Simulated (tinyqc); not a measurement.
Inside a calculation. Method: lattice vibrations of a chain. Computed by tinyqc, a small Python program that keeps every step. Command: `OMP_NUM_THREADS=1 python tinyqc.py 28445 28446 out.jsonl` (the two numbers bound the seeds that draw the settings). One thread of a shared host (Intel(R) Xeon(R) Processor @ 2.60GHz), about 0.01 s of CPU time with the checks.

## Dynamical matrix at q = 0.02

A chain moving along its axis:
```
atom   mass (u)  spring to the next atom (eV/angstrom^2)
1     88.200000                                 7.800000
2     13.700000                                16.200000
```

q is in units of 2 pi/a. A spring k from atom i to atom j, n cells on, adds k to Phi_ii and Phi_jj, -k exp(2 pi i q n) to Phi_ij and the conjugate to Phi_ji (for one atom a cell: 2k (1 - cos 2 pi q n)); D_ij = Phi_ij / sqrt(m_i m_j).

D(q) (eV/(angstrom^2 u)):
```
                     1                    2
1             0.272109  -0.686750+0.058410i
2  -0.686750-0.058410i             1.751825
```

## Frequencies

omega^2 are the eigenvalues; wavenumber = 521.4708 sqrt(eigenvalue) 1/cm.

eigenvalues: 0.000815  2.023118

wavenumbers (1/cm): 14.9  741.7

weights |e|^2 of the mass-weighted modes:
```
          mode 1    mode 2
atom 1  0.865849  0.134151
atom 2  0.134151  0.865849
```

## Dispersion and heat capacity

C/k_B per atom = mean over q = (j + 1/2)/80, j = 0..39 and all branches of y^2 e^y/(e^y - 1)^2, y = hc wavenumber / k_B T.

Wavenumbers (1/cm):
```
q           branch 1    branch 2
0.000000    0.000000  741.870595
0.062500   46.340076  740.421891
0.125000   91.418571  736.216425
0.187500  133.907082  729.685462
0.250000  172.347377  721.573532
0.312500  205.109467  712.953074
0.375000  230.417361  705.180700
0.437500  246.520910  699.713814
0.500000  252.062817  697.736566
```

Heat capacity:
```
T (K)  C/k_B per atom
20           0.062028
50           0.166324
100          0.326171
200          0.517320
300          0.673040
600          0.884864
1200         0.968171
```

zero-point energy per atom = 27.205229 meV
